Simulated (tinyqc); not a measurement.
Hole subbands of a hard-walled well, four-band Luttinger model, step by step. Values are carried at full precision from step to step, so a last printed digit may differ when a step is redone from the rounded ones.

Constants: hbar^2/2m0 = 3.80998211 eV angstrom^2.

Parameters, chosen for this exercise (near those of Ge; not measured data): g1 = 13.41 (Luttinger gamma1); g2 = 4.25 (gamma2); L = 110 angstrom (well width along [001]); Zs = 0 eV (shear strain energy); g3 = 5.69 (gamma3); k = 0.0129 1/angstrom (wave vector in the plane); N = 4 (sines for each component); kmax = 0.069 1/angstrom (end of the path).

## Levels at k = 0

R and S vanish: HHn = c (g1 - 2 g2)(n pi/L)^2 - Zs and LHn = c (g1 + 2 g2)(n pi/L)^2 + Zs, c = hbar^2/2m0, hole energies counted downwards. Sort HH1 to HH4 and LH1, LH2.

Levels:
```
subband  E (eV)
HH1      0.0153
HH2      0.0610
LH1      0.0681
HH3      0.1373
HH4      0.2441
LH2      0.2724
```

The top subband is HH1, 45.8 meV from HH2.

## The matrix at one k

Hole energies are counted downwards from the unstrained band edge, c = hbar^2/2m0. After the usual block transformation one block is H = [[P + Q - Zs, R - i S], [R + i S, P - Q + Zs]] in (heavy, light), with P +/- Q = c [(g1 +/- g2) k^2 + (g1 -/+ 2 g2) kz^2], R = sqrt(3) c gR k^2, S = 2 sqrt(3) c g3 k kz, kz = -i d/dz; axial approximation gR = (g2 + g3)/2. Zs = b (e_par - e_perp) is the shear part of the strain (the hydrostatic part shifts all levels alike and is left out). Basis sqrt(2/L) sin(n pi z/L), n = 1 to N, for each component: kz^2 gives (n pi/L)^2 and the heavy-light block is R delta_nm - 2 sqrt(3) c g3 k D_nm with D_nm = 4 n m/(L (n^2 - m^2)) for n + m odd, 0 otherwise. The other block has the same levels. The split-off band is left out.

Fill in the 2N x 2N matrix, in meV.

H(k) (meV), rows h1, h2, h3, h4, l1, l2, l3, l4 and columns alike:
```
[[26.46, 0, 0, 0, 5.46, 23.49, 0, 9.39],
 [0, 72.23, 0, 0, -23.49, 5.46, 42.27, 0],
 [0, 0, 148.53, 0, 0, -42.27, 5.46, 60.39],
 [0, 0, 0, 255.34, -9.39, 0, -60.39, 5.46],
 [5.46, -23.49, 0, -9.39, 73.90, 0, 0, 0],
 [23.49, 5.46, -42.27, 0, 0, 278.17, 0, 0],
 [0, 42.27, 5.46, -60.39, 0, 0, 618.61, 0],
 [9.39, 0, 60.39, 5.46, 0, 0, 0, 1095.24]]
```

## Levels and mixing

Diagonalise; give the four lowest hole energies and the weight of the heavy component (the first half of the basis) in each.

levels (meV): [23.40, 48.19, 94.51, 132.75]

heavy weight: [0.973, 0.567, 0.447, 0.923]

The most mixed of the four is number 3, with 45 % heavy character. Against 60 sines these levels lie 0.0, 0.2, 0.2 and 0.3 meV too high.

## Dispersion in the plane

N = 20, nine points from 0 to kmax.

Hole energies (meV):
```
k (1/angstrom)     E1     E2      E3      E4  heavy weight of 1  heavy weight of 2
0.0000          15.26  61.03   68.09  137.33              1.000              1.000
0.0086          19.11  51.60   83.35  134.84              0.993              0.596
0.0173          28.08  46.86  106.87  130.06              0.902              0.603
0.0259          32.77  55.41  128.36  134.78              0.626              0.804
0.0345          34.98  68.72  134.29  164.71              0.513              0.793
0.0431          39.60  77.29  145.24  194.17              0.464              0.704
0.0517          47.25  83.06  153.39  221.28              0.432              0.632
0.0604          57.86  89.38  158.29  241.25              0.410              0.581
0.0690          71.29  97.79  162.78  252.71              0.392              0.543
```

At small k the hole energy falls in subbands 2 and 4: an electron-like mass, caused by repulsion from a deeper subband. E2 - E1 is smallest, 18.8 meV, at k = 0.0173 of the points listed. The top subband goes from 1.00 to 0.39 in heavy weight.

## Mass of HH1 in the plane

Second order in k: 1/m = g1 + g2 - sum_n 12 c g3^2 D_1n^2/(LHn - HH1) over even n up to 60, with D_1n = 4n/(L (n^2 - 1)) in size, LHn - HH1 = c [(g1 + 2 g2) n^2 - (g1 - 2 g2)](pi/L)^2 + 2 Zs, c = hbar^2/2m0.

LHn - HH1 for n = 2, 4, 6 (meV): [257.1, 1074.2, 2436.0]
terms for n = 2, 4, 6: [3.3836, 0.1296, 0.0236]
sum of all terms = 3.5506
mass without mixing, 1/(g1 + g2) = 0.0566 m0
1/m with mixing = 14.1094 1/m0

Mixing with the light holes takes m from 0.057 to 0.071 m0.

## Checks

- 1/m of HH1 from the full matrix (N = 60) at small k against second order: both 14.109.
- The 2 x 2 block with gR = g2 (k along [100]) for a plane wave (k, 0, pi/L) against the bulk heavy-hole formula, eV: both 0.01343.
- Lowest level at the given k on a real-space grid of 240 points against 60 sines, eV: both 0.0234.

Computed by tinyqc, a small Python program: `OMP_NUM_THREADS=1 python tinyqc.py 1251507 1251508 out.jsonl` (the numbers bound the seed that draws the inputs); one thread of a shared host (Intel(R) Xeon(R) Processor @ 2.30GHz), about 0.1 s for the whole set of steps.
